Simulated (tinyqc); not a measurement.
Two branches across an indirect gap: complex band structure along [001] in sp3s* tight binding.

For k = (0, 0, kz) the phase sums are g0 = cos(phi) and g3 = i sin(phi), phi = kz a/4, and the s, pz, s* orbitals of anion (a) and cation (c) decouple from px, py. With z = exp(i phi), H(z) = H0 + z T + T^T/z for any complex z. H0 is diagonal (Esa, Epa, Exa, Esc, Epc, Exc). The anion-cation block is B(z) = z U + W/z and the cation-anion block z W^T + U^T/z, where U has Vss/2 (s,s), Vsapc/2 (s,z), -Vscpa/2 (z,s), Vxx/2 (z,z), Vxapc/2 (s*,z), -Vpaxc/2 (z,s*), and W has the same values with the s-z and s*-z signs reversed. |z| = 1 is a band state, |z| < 1 decays along [001] as exp(-kappa d) over a distance d, kappa = -(4/a) ln|z|. No spin-orbit coupling.

Values chosen for the exercise (out of a larger set: near a published set for AlAs, fitted to gaps, whose masses and valley positions are rough (light masses up to twice too heavy); not measured data):
```
symbol  value                                                                                        unit      meaning
p       (-7.532, 0.988, -1.163, 3.61, 7.49, 6.741, -6.64, 1.865, 4.278, 5.143, 5.524, 4.513, 5.012)  eV        order Esa, Epa, Esc, Epc, Exa, Exc, Vss, Vxx, Vxy, Vsapc, Vscpa, Vxapc, Vpaxc
a       5.659                                                                                        angstrom  lattice constant
Eg      2.279                                                                                        eV        top of the energy range, the indirect gap
```

Ev = 0.01932 eV

The smallest kappa with Re kz = 0 and the smallest with Re kz > 0, at energies E from Ev; a dash: no such root.

Decay constants:
```
E/Eg  E (eV)  kappa at Gamma (1/angstrom)  kappa off Gamma (1/angstrom)  its Re kz (2 pi/a)
0.05  0.1139                       0.0665                        0.6694               0.748
0.20  0.4558                       0.1265                        0.6252               0.754
0.35  0.7976                       0.1583                        0.5746               0.762
0.50  1.1395                       0.1773                        0.5151               0.770
0.65  1.4813                       0.1872                        0.4424               0.780
0.80  1.8232                       0.1883                        0.3466               0.792
0.90  2.0511                       0.1838                        0.2549               0.804
0.97  2.2106                       0.1774                        0.1484               0.818
```

The branch from the valence band at Gamma decays more slowly below E/Eg of about 0.95, and the branch from the conduction valley above. The two differ in Re kz, so passing from one to the other needs kz from an abrupt interface, a steep field, a phonon or a defect. Valleys off the [001] axis, such as L, are not seen on these branches.

Program tinyqc; command `OMP_NUM_THREADS=1 python tinyqc.py 1482815 1482816 out.jsonl`; about 0.01 s on one thread of a shared Intel(R) Xeon(R) Processor @ 2.30GHz.
